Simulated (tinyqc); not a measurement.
Worked calculation: Wannier-Stark ladder of a miniband. Values are carried at full precision from step to step, so a last printed digit may differ when a step is redone from the rounded ones.

One state in each well j = -(Nw - 1)/2 ... (Nw - 1)/2: H_jj = j e F d, H_(j,j+1) = -W/4; 1 kV/cm = 0.01 meV/angstrom. In an infinite chain the levels are j e F d and the state of well 0 has amplitude J_j(x) in size on well j, x = W/(2 e F d).

Constants: hbar = 6.58211957e-16 eV s.

Parameters, chosen for this exercise (near those of an InGaAs/InAlAs superlattice; the results hold for these values, not for the real material):
```
symbol  value  unit      meaning
W       57     meV       miniband width
d       67     angstrom  period
F       45     kV/cm     field
Nw      11               wells
```

## Scales

Give e F d, x, the Bloch frequency e F d/(2 pi hbar) and period, and the swing W/(e F) of a wave packet.

e F d = 30.150 meV
x = 0.9453
frequency = 7.290 THz
period = 0.137 ps
swing = 127 angstrom

## The matrix

Fill it in.

H (meV), lower triangle:
```
          -5        -4       -3       -2       -1        0        1        2        3        4        5
-5  -150.750
-4   -14.250  -120.600
-3         0   -14.250  -90.450
-2         0         0  -14.250  -60.300
-1         0         0        0  -14.250  -30.150
0          0         0        0        0  -14.250        0
1          0         0        0        0        0  -14.250   30.150
2          0         0        0        0        0        0  -14.250   60.300
3          0         0        0        0        0        0        0  -14.250   90.450
4          0         0        0        0        0        0        0        0  -14.250  120.600
5          0         0        0        0        0        0        0        0        0  -14.250  150.750
```

## Levels and the middle state

Diagonalise; give the levels, their spacings and the weights of the middle level on the wells.

levels (meV): -156.881  -121.180  -90.474  -60.300  -30.150  0.000  30.150  60.300  90.474  121.180  156.881

spacings (meV): 35.700  30.707  30.173  30.150  30.150  30.150  30.150  30.173  30.707  35.700

weights: 0.0000  0.0000  0.0003  0.0107  0.1779  0.6222  0.1779  0.0107  0.0003  0.0000  0.0000

The spacing in the middle is 1.0000 e F d and at the ends 1.184 e F d; states that reach the ends of the stack are pushed apart.

## Bessel amplitudes

With x = W/(2 e F d): J_j(x)^2 for j = 0 to 5, their running sum over -j ... j, and the spread sqrt(sum j^2 J_j^2) = x/sqrt2. For a hole fixed in well 0 the J_j^2 are the strengths of the optical lines at j e F d.

Weights:
```
j   J_j^2     sum
0  0.6222  0.6222
1  0.1779  0.9780
2  0.0107  0.9994
3  0.0003  1.0000
4  0.0000  1.0000
5  0.0000  1.0000
```

spread = 0.668 periods

The strongest line is j = 0.

## Checks

- Weight on well 1 of the middle state of 61 wells against J_1(x)^2: both 0.1779.

Computed by tinyqc, a small Python program: `OMP_NUM_THREADS=1 python tinyqc.py 1282236 1282237 out.jsonl` (the numbers bound the seed that draws the inputs); one thread of a shared host (Intel(R) Xeon(R) Processor @ 2.30GHz), about 0.01 s for the whole set of steps.
